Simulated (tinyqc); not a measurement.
Inside a calculation. Method: Pariser-Parr-Pople SCF with singles CI, for the molecule [CH2+]c1ccccc1 (SMILES; centres numbered as the heavy atoms are written). Computed by tinyqc, a small Python program that keeps every step. Settings: charge = 1, gamma = Ohno, start = huckel, damping = 0, iteration cap = 90, excitations kept = 6. Command: `OMP_NUM_THREADS=1 python tinyqc.py 25348 25349 out.jsonl` (the two numbers bound the seeds that draw the settings). One thread of a shared host (Intel(R) Xeon(R) Processor @ 2.60GHz), about 0.01 s of CPU time with the checks. Later iterations appear only in the table of the cycle.

## PPP integrals

Centres (angstrom, eV; a flat drawing with bonds scaled to 1.40 angstrom):

| centre | x | y | core charge z | W | gamma_rr |
|---|---|---|---|---|---|
| 1C | 2.400000 | 0.000000 | 1 | 9.530000 | 9.520000 |
| 2C | 1.000000 | 0.000000 | 1 | 9.530000 | 9.520000 |
| 3C | 0.300000 | 1.212000 | 1 | 9.530000 | 9.520000 |
| 4C | -1.100000 | 1.212000 | 1 | 9.530000 | 9.520000 |
| 5C | -1.800000 | 0.000000 | 1 | 9.530000 | 9.520000 |
| 6C | -1.100000 | -1.212000 | 1 | 9.530000 | 9.520000 |
| 7C | 0.300000 | -1.212000 | 1 | 9.530000 | 9.520000 |

Resonance integrals (eV):

| i | j | beta |
|---|---|---|
| 1 | 2 | -2.390000 |
| 2 | 3 | -2.390000 |
| 3 | 4 | -2.390000 |
| 4 | 5 | -2.390000 |
| 5 | 6 | -2.390000 |
| 6 | 7 | -2.390000 |
| 7 | 2 | -2.390000 |

Ohno: gamma = 14.399645/sqrt(R^2 + a^2), a = 2 x 14.399645/(gamma_rr + gamma_ss); H_rr = -W_r - sum_(s != r) z_s gamma_rs; H_rs = beta for bonds.

repulsion gamma_rs (eV):
```
          1C        2C        3C        4C        5C        6C        7C
1C  9.520000  6.986612  5.038783  3.599146  3.225681  3.599146  5.038783
2C  6.986612  9.520000  6.987481  5.038783  4.524733  5.038783  6.987481
3C  5.038783  6.987481  9.520000  6.986612  5.038783  4.525676  5.039761
4C  3.599146  5.038783  6.986612  9.520000  6.987481  5.039761  4.525676
5C  3.225681  4.524733  5.038783  6.987481  9.520000  6.987481  5.038783
6C  3.599146  5.038783  4.525676  5.039761  6.987481  9.520000  6.986612
7C  5.038783  6.987481  5.039761  4.525676  5.038783  6.986612  9.520000
```

core matrix H (eV):
```
            1C          2C          3C          4C          5C          6C          7C
1C  -37.018152   -2.390000    0.000000    0.000000    0.000000    0.000000    0.000000
2C   -2.390000  -45.093873   -2.390000    0.000000    0.000000    0.000000   -2.390000
3C    0.000000   -2.390000  -43.147097   -2.390000    0.000000    0.000000    0.000000
4C    0.000000    0.000000   -2.390000  -41.707459   -2.390000    0.000000    0.000000
5C    0.000000    0.000000    0.000000   -2.390000  -41.332942   -2.390000    0.000000
6C    0.000000    0.000000    0.000000    0.000000   -2.390000  -41.707459   -2.390000
7C    0.000000   -2.390000    0.000000    0.000000    0.000000   -2.390000  -43.147097
```

## Starting guess

pi electrons, sum of z_r less the charge = 6

Orbitals of the Hueckel matrix of the beta values.

P at the start:
```
           1C         2C         3C         4C         5C         6C         7C
1C   0.428571   0.635034   0.285714  -0.112480  -0.285714  -0.112480   0.285714
2C   0.635034   1.000000   0.522554   0.000000  -0.224960   0.000000   0.522554
3C   0.285714   0.522554   0.857143   0.705037   0.142857  -0.294963  -0.142857
4C  -0.112480   0.000000   0.705037   1.000000   0.635034   0.000000  -0.294963
5C  -0.285714  -0.224960   0.142857   0.635034   0.857143   0.635034   0.142857
6C  -0.112480   0.000000  -0.294963   0.000000   0.635034   1.000000   0.705037
7C   0.285714   0.522554  -0.142857  -0.294963   0.142857   0.705037   0.857143
```

## Iteration 1: Fock matrix

F_rr = H_rr + P_rr gamma_rr / 2 + sum_(s != r) P_ss gamma_rs; F_rs = H_rs - P_rs gamma_rs / 2; E = tr P (H + F) / 2 + core repulsion sum_(r<s) z_r z_s gamma_rs.

F (eV):
```
           1C          2C         3C         4C         5C         6C         7C
1C  -9.390464   -4.608367  -0.719826   0.202416   0.460812   0.202416  -0.719826
2C  -4.608367  -11.405163  -4.215668   0.000000   0.508942   0.000000  -4.215668
3C  -0.719826   -4.215668  -9.769097  -4.852910  -0.359913   0.667454   0.359983
4C   0.202416    0.000000  -4.852910  -9.469479  -4.608643   0.000000   0.667454
5C   0.460812    0.508942  -0.359913  -4.608643  -8.732899  -4.608643  -0.359913
6C   0.202416    0.000000   0.667454   0.000000  -4.608643  -9.469479  -4.852910
7C  -0.719826   -4.215668   0.359983   0.667454  -0.359913  -4.852910  -9.769097
```

pi energy = -74.663293 eV

## Iteration 1: orbitals and new P

Diagonalise F (the basis is taken as orthonormal) and form P = 2 sum c c over the lowest orbitals.

orbital energies (eV): -19.278928  -16.031234  -15.329486  -8.017150  -4.269073  -3.975770  -1.104037

P after iteration 1:
```
           1C         2C         3C         4C         5C         6C         7C
1C   0.452684   0.679061   0.259831  -0.124505  -0.270729  -0.124505   0.259831
2C   0.679061   1.077719   0.493237  -0.019286  -0.213371  -0.019286   0.493237
3C   0.259831   0.493237   0.860181   0.720986   0.182192  -0.277234  -0.199455
4C  -0.124505  -0.019286   0.720986   0.979238   0.620890   0.038874  -0.277234
5C  -0.270729  -0.213371   0.182192   0.620890   0.790759   0.620890   0.182192
6C  -0.124505  -0.019286  -0.277234   0.038874   0.620890   0.979238   0.720986
7C   0.259831   0.493237  -0.199455  -0.277234   0.182192   0.720986   0.860181
```

## Iteration 2: Fock matrix

As before.

F (eV):
```
           1C          2C         3C         4C         5C         6C         7C
1C  -9.065662   -4.762167  -0.654617   0.224056   0.436642   0.224056  -0.654617
2C  -4.762167  -11.333898  -4.113241   0.048589   0.482724   0.048589  -4.113241
3C  -0.654617   -4.113241  -9.648277  -4.908625  -0.459012   0.627336   0.502604
4C   0.224056    0.048589  -4.908625  -9.623428  -4.559229  -0.097958   0.627336
5C   0.436642    0.482724  -0.459012  -4.559229  -8.878980  -4.559229  -0.459012
6C   0.224056    0.048589   0.627336  -0.097958  -4.559229  -9.623428  -4.908625
7C  -0.654617   -4.113241   0.502604   0.627336  -0.459012  -4.908625  -9.648277
```

pi energy = -74.810869 eV

## Iteration 2: orbitals and new P

As before.

orbital energies (eV): -19.149460  -16.134473  -15.382961  -7.773810  -4.293390  -3.900623  -1.187234

P after iteration 2:
```
           1C         2C         3C         4C         5C         6C         7C
1C   0.458359   0.692982   0.253553  -0.122231  -0.260655  -0.122231   0.253553
2C   0.692982   1.101320   0.481611  -0.024431  -0.210754  -0.024431   0.481611
3C   0.253553   0.481611   0.848572   0.725518   0.191817  -0.272890  -0.207825
4C  -0.122231  -0.024431   0.725518   0.984064   0.617839   0.040460  -0.272890
5C  -0.260655  -0.210754   0.191817   0.617839   0.775050   0.617839   0.191817
6C  -0.122231  -0.024431  -0.272890   0.040460   0.617839   0.984064   0.725518
7C   0.253553   0.481611  -0.207825  -0.272890   0.191817   0.725518   0.848572
```

## Convergence

Stop when output and input P, before any damping, agree to 1e-7.

Course of the cycle:

| iteration | E (eV) | largest \|P(out) - P(in)\| |
|---|---|---|
| 1 | -74.66329276 | 7.77e-02 |
| 2 | -74.81086912 | 2.36e-02 |
| 3 | -74.82480474 | 9.36e-03 |
| 4 | -74.82805389 | 5.01e-03 |
| 5 | -74.82903577 | 2.88e-03 |
| 6 | -74.82936142 | 1.75e-03 |
| 7 | -74.82947425 | 1.09e-03 |
| 8 | -74.82951419 | 6.74e-04 |
| 9 | -74.82952848 | 4.12e-04 |
| 10 | -74.82953361 | 2.50e-04 |
| 11 | -74.82953546 | 1.52e-04 |
| ... | ... | ... |
| 16 | -74.82953650 | 1.20e-05 |
| 17 | -74.82953650 | 7.24e-06 |
| 18 | -74.82953651 | 4.35e-06 |
| 19 | -74.82953651 | 2.62e-06 |
| 20 | -74.82953651 | 1.57e-06 |
| 21 | -74.82953651 | 9.45e-07 |
| 22 | -74.82953651 | 5.68e-07 |
| 23 | -74.82953651 | 3.41e-07 |
| 24 | -74.82953651 | 2.05e-07 |
| 25 | -74.82953651 | 1.23e-07 |
| 26 | -74.82953651 | 7.41e-08 |

Converged in 26 iterations.

## Converged orbitals

Charges are z - P_rr.

orbital energies (eV): -19.126517  -16.171068  -15.412827  -7.690453  -4.305962  -3.898342  -1.215790

coefficients:
```
         MO1        MO2        MO3        MO4        MO5        MO6        MO7
1C  0.304481  -0.374476   0.000000   0.731937   0.000000  -0.450859   0.167492
2C  0.583675  -0.468121   0.000000  -0.059999   0.000000   0.548991  -0.367689
3C  0.394666  -0.010470   0.508186  -0.389462  -0.491678  -0.214973   0.382407
4C  0.303141   0.408388   0.491678   0.023135   0.508186  -0.253096  -0.420395
5C  0.267028   0.553940   0.000000   0.395268   0.000000   0.524208   0.436826
6C  0.303141   0.408388  -0.491678   0.023135  -0.508186  -0.253096  -0.420395
7C  0.394666  -0.010470  -0.508186  -0.389462   0.491678  -0.214973   0.382407
```

pi charges: 1C 0.534118, 2C -0.119628, 3C 0.171753, 4C -0.000845, 5C 0.243694, 6C -0.000845, 7C 0.171753

## Singles CI, singlets

Over the 6 single excitations with the smallest orbital gaps: A = (e_a - e_i) delta + 2 (ia|jb) - (ij|ab), with (pq|rs) = sum c_mp c_mq gamma_mn c_nr c_ns. f = 2/3 w |mu|^2 in atomic units, mu = sqrt2 sum c_ia sum_m c_mi c_ma R_m.

singlet CI matrix (eV):
```
           3>4       2>4        3>5        1>4        3>6        2>5
3>4   3.107731  0.000000   0.000000   0.000000  -0.034315  -0.580676
2>4   0.000000  4.504169   0.581514   0.389149   0.000000   0.000000
3>5   0.000000  0.581514   6.111759  -0.069283   0.000000   0.000000
1>4   0.000000  0.389149  -0.069283   6.337617   0.000000   0.000000
3>6  -0.034315  0.000000   0.000000   0.000000   6.488646  -0.573773
2>5  -0.580676  0.000000   0.000000   0.000000  -0.573773   6.706552
```

singlet excitation energies (eV): 3.011894  4.242637  6.064055  6.278788  6.432120  7.226980

oscillator strengths: 0.077598  0.480699  0.007834  0.956025  0.111229  0.804915

## Singles CI, triplets

Over the 6 single excitations with the smallest orbital gaps: A = (e_a - e_i) delta - (ij|ab), with (pq|rs) = sum c_mp c_mq gamma_mn c_nr c_ns.

triplet CI matrix (eV):
```
           3>4        2>4        3>5        1>4        3>6        2>5
3>4   2.447738   0.000000   0.000000   0.000000  -0.626645  -0.200963
2>4   0.000000   2.965289  -0.200963   0.778032   0.000000   0.000000
3>5   0.000000  -0.200963   4.589683  -0.511918   0.000000   0.000000
1>4   0.000000   0.778032  -0.511918   5.515899   0.000000   0.000000
3>6  -0.626645   0.000000   0.000000   0.000000   5.729598   0.128626
2>5  -0.200963   0.000000   0.000000   0.000000   0.128626   5.913158
```

triplet excitation energies (eV): 2.323675  2.744960  4.371815  5.716232  5.954096  6.050588
